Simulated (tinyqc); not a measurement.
Inputs raised by 5 %, one at a time: four-point probe, van der Pauw, Hall and spreading-resistance readings of a semiconductor layer. Computed by tinyqc, a small Python program. Command: `OMP_NUM_THREADS=1 python tinyqc.py 3112024 3112025 out.jsonl probe sens`. One thread of a shared host (Intel(R) Xeon(R) Processor @ 2.30GHz), about 0.01 s of CPU time with the checks.

The layer is uniform and ohmic; contacts are points unless a radius is given.

Inputs (values chosen for the exercise, modelled on p-type silicon):
```
quantity                                      value        unit
carrier density n                             2e+15      1/cm^3
drift mobility mu                               399  cm^2/(V s)
layer thickness t                               700  micrometre
probe spacing s                                 0.5          mm
current I                                       0.4          mA
side ratio a/b of the van der Pauw rectangle      2           -
magnetic field B                               0.75           T
Hall factor r_H                                0.82           -
```

Backing of the layer: insulating.

Constants: e = 1.602176634e-19 C.

Method:
- rho = 1/(e n mu); R_s = rho/t.
- Collinear probes with equal spacing on a layer with insulating backing: images at depth 2 m t give V = (rho I/(2 pi s)) G, G = 1 + 4 sum_(m>=1) [1/sqrt(1 + (2 m u)^2) - 1/sqrt(4 + (2 m u)^2)], u = t/s; the sum runs to m = 20000, with the tail 3/(32 u^3 M^2) added to the sum for M = 20000.
- Limits: thick, rho = 2 pi s V/I; thin on an insulator, rho = (pi/ln 2) t V/I.
- Thin rectangle with point contacts at the corners; for R_B current and voltage contacts lie along the two sides of length a, for R_A along those of length b: exp(-pi R_A/R_s) = (theta_4/theta_3)^4, exp(-pi R_B/R_s) = (theta_2/theta_3)^4 with q = exp(-pi a/b), theta_2 = 2 sum_(m>=0) q^((m + 1/2)^2), theta_3 = 1 + 2 sum_(m>=1) q^(m^2), theta_4 = 1 + 2 sum_(m>=1) (-1)^m q^(m^2).
- V_H = r_H I B/(e n t); apparent density n/r_H; Hall mobility r_H mu; Hall angle tan = r_H mu B (SI).

Runs:
```
input moved                                    from       to  voltage V (mV)  sheet resistance R_s (ohm/square)  Hall voltage (mV)  R_B (ohm)
base run                                          -        -          12.286                             111.73             1.0967     125.39
carrier density n (1/cm^3)                    2e+15  2.1e+15          11.701                             106.41             1.0445     119.42
drift mobility mu (cm^2/(V s))                  399   418.95          11.701                             106.41             1.0967     119.42
layer thickness t (micrometre)                  700      735          12.024                             106.41             1.0445     119.42
probe spacing s (mm)                            0.5    0.525          11.978                             111.73             1.0967     125.39
current I (mA)                                  0.4     0.42          12.900                             111.73             1.1516     125.39
magnetic field B (T)                           0.75   0.7875          12.286                             111.73             1.1516     125.39
side ratio a/b of the van der Pauw rectangle      2      2.1          12.286                             111.73             1.0967     136.42
```

Exponents ln(y'/y) / ln(x'/x):
```
input                                         voltage V  sheet resistance R_s  Hall voltage     R_B
carrier density n                                -1.000                    -1            -1  -1.000
drift mobility mu                                -1.000                    -1             0  -1.000
layer thickness t                                -0.442                    -1            -1  -1.000
probe spacing s                                  -0.521                     0             0   0.000
current I                                         1.000                     0             1   0.000
magnetic field B                                  0.000                     0             1   0.000
side ratio a/b of the van der Pauw rectangle      0.000                     0             0   1.728
```

Among the inputs moved here: voltage V answers most in size to carrier density n (exponent -1.000), and about equally to drift mobility mu (-1.000), current I (+1.000); its exponent is below 0.0005 for magnetic field B, side ratio a/b of the van der Pauw rectangle. Sheet resistance R_s answers most in size to carrier density n (exponent -1.000), and about equally to drift mobility mu (-1.000), layer thickness t (-1.000); its exponent is below 0.0005 for probe spacing s, current I, magnetic field B, side ratio a/b of the van der Pauw rectangle. Hall voltage answers most in size to carrier density n (exponent -1.000), and about equally to layer thickness t (-1.000), magnetic field B (+1.000), current I (+1.000); its exponent is below 0.0005 for drift mobility mu, probe spacing s, side ratio a/b of the van der Pauw rectangle. R_B answers most in size to side ratio a/b of the van der Pauw rectangle (exponent +1.728), next to carrier density n (-1.000); its exponent is below 0.0005 for probe spacing s, current I, magnetic field B.
